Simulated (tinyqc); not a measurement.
# Frequency dispersion of an accumulation capacitance by border traps, distributed model, step by step

Numbers from tinyqc (`OMP_NUM_THREADS=1 python tinyqc.py 2202008 2202009 out.jsonl`; about 0.6 s on one thread of a shared Intel Xeon 2.30GHz). Printed values are rounded.

Traps spread evenly through the insulator exchange electrons with the semiconductor by tunnelling, with tau(x) = t0 exp(2 ka x) at depth x from the interface. The admittance per area Y seen at depth x obeys dY/dx = -Y^2/(i w eps0 eox) + q Nb ln(1 + i w tau)/tau, with Y(0) = i w Cs and w = 2 pi f; the gate sees Y(tox) = G + i w C. Working variable y = Y/(i w), in uF/cm^2. Cox = eps0 eox/tox.

Inputs (values chosen for the exercise); permittivity close to that of aluminium oxide:
- eox = 8.7 (relative permittivity of the insulator)
- tox = 7.7 nm (insulator thickness)
- Cs = 6.3 uF/cm^2 (semiconductor capacitance in accumulation)
- Nb = 1.5e19 cm^-3 eV^-1 (density of border traps)
- ka = 4.9 1/nm (decay constant of the wave function in the insulator)
- t0 = 3e-11 s (time constant of a trap at the interface)
- f = 10000 Hz (frequency)
- xe = 1.9 nm (depth down to which the steps are taken)

Constants: q = 1.602176634e-19 C, eps0 = 8.8541878128e-14 F/cm where lengths are in cm. Results are converted to the units shown.

## Scales and lumped estimate

Cox; trap-free value 1/(1/Cox + 1/Cs); response depth d = ln(1/(w t0))/(2 ka), where w tau = 1; lumped estimate: all traps within d act as C_bt = q Nb d placed at d/2, so C = 1/{1/[1/(1/Cs + d/(2 eps0 eox)) + C_bt] + (tox - d/2)/(eps0 eox)}.

Cox = 1.00041 uF/cm^2
trap-free C = 0.863318 uF/cm^2
d = 1.34506 nm
C_bt = 0.323254 uF/cm^2
lumped C = 0.877042 uF/cm^2

The traps within reach amount to 0.0513 Cs and lie in the first 17.5 % of the insulator.

## Midpoint steps through the active depth

In terms of y: dy/dx = -y^2/(eps0 eox) + s(x), s = q Nb ln(1 + z)/z, z = i w tau. 9 midpoint steps of h = xe/9: y_half = y + (h/2) y'(x, y), y(new) = y + h y'(x + h/2, y_half).

x, point 0 to 9 (nm): [0, 0.211111, 0.422222, 0.633333, 0.844444, 1.05556, 1.26667, 1.47778, 1.68889, 1.9]
s, point 0 to 9 (uF/(cm^2 nm)): [0.240326+0.000000i, 0.240326-0.000002i, 0.240326-0.000014i, 0.240326-0.000112i, 0.240322-0.000889i, 0.240052-0.007029i, 0.225024-0.050480i, 0.085413-0.087475i, 0.012704-0.027867i, 0.001636-0.005681i]
y, point 0 to 9 (uF/cm^2): [6.30000+0.00000i, 5.43468+0.00000i, 4.78502+0.00000i, 4.28162-0.00001i, 3.88154-0.00007i, 3.55699-0.00057i, 3.28879-0.00446i, 3.05003-0.02216i, 2.82177-0.02891i, 2.62089-0.02723i]

## Capacitance and conductance at the gate

y at xe = 2.62089-0.02723i uF/cm^2

Beyond xe the traps are ignored, so 1/y(tox) = 1/y(xe) + (tox - xe)/(eps0 eox); C = Re y, G/w = -Im y, loss tangent G/(w C).

y at the gate = 0.881475-0.003080i uF/cm^2
C = 0.881475 uF/cm^2
G/w = 0.00308015 uF/cm^2
loss tangent = 0.00349431

A fine integration over the whole insulator gives C = 0.87986 and G/w = 0.003167 uF/cm^2; the coarse G/w is 2.7 % below that. The fine C is 1.9 % above the trap-free value, and the lumped estimate is 0.32 % below the fine result.
